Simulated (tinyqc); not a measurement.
Isotherms: adsorption as a lattice gas: isotherms with interactions, competition, desorption peaks and saturation dose. Computed by tinyqc, a small Python program. Command: `OMP_NUM_THREADS=1 python tinyqc.py 3007059 3007060 out.jsonl adsorb walk`. One thread of a shared host (Intel(R) Xeon(R) Processor @ 2.30GHz), about 0.2 s of CPU time with the checks.

One adsorbate per site; a molecule needs 1 empty site. Gas and surface have the same temperature.

Inputs (values chosen for the exercise, for a model surface):
```
quantity,value,unit
desorption energy E,1.89,eV
prefactor nu,2.6e+12,1/s
pair energy w (positive repels),0.036,eV
neighbours z,3,-
site density N_s,7.7,1/nm^2
molecular mass M,26.9,u
sticking coefficient s0,0.0022,-
temperature T,829,K
pressure p,24,Pa
"blocking by a second gas, K_B p_B",0.15,-
```

Adsorption: molecular (first order).

Constants: u = 1.6605390666e-27 kg; k_B = 1.380649e-23 J/K; k_B = 8.617333262e-05 eV/K.

Method. Flux F = p/sqrt(2 pi M k_B T); k_d = nu exp(-E/(k_B T)); s0 F (1 - theta) = N_s k_d theta, so y = s0 F/(N_s k_d), theta = y/(1 + y). With a second gas on the same sites theta = y/(1 + y + K_B p_B). With u = w/(k_B T). Mean field: theta/(1 - theta) = y exp(-z u theta). Quasi-chemical: theta/(1 - theta) = y [(r - 1 + 2 theta)(1 - theta)/((r + 1 - 2 theta) theta)]^(-z/2) exp(-z u/2), r = sqrt(1 - 4 theta (1 - theta)(1 - exp(-u))).

u = 0.503936

Coverage; the first column is ln y - z u/2:
```
ln y - z u/2,no interaction,mean field,quasi-chemical
-5.0,0.01415,0.01386,0.01392
-3.0,0.09586,0.08526,0.08686
-2.0,0.22372,0.18002,0.18431
-1.0,0.43928,0.32425,0.32925
-0.5,0.56363,0.41000,0.41308
0.0,0.68046,0.50000,0.50000
0.5,0.77832,0.59000,0.58692
1.0,0.85270,0.67575,0.67075
2.0,0.94025,0.81998,0.81569
3.0,0.97715,0.91474,0.91314
5.0,0.99685,0.98614,0.98608
```

At half coverage the slope d theta/d ln y is 1/4 without interaction, 1/(4 + z u) = 0.181 in mean field and 0.175 in the pair theory, 1/[4 + 2 z (exp(u/2) - 1)]. Repulsion spreads the filling over a wider range of pressure; the two theories differ by at most 0.0050 in these rows.
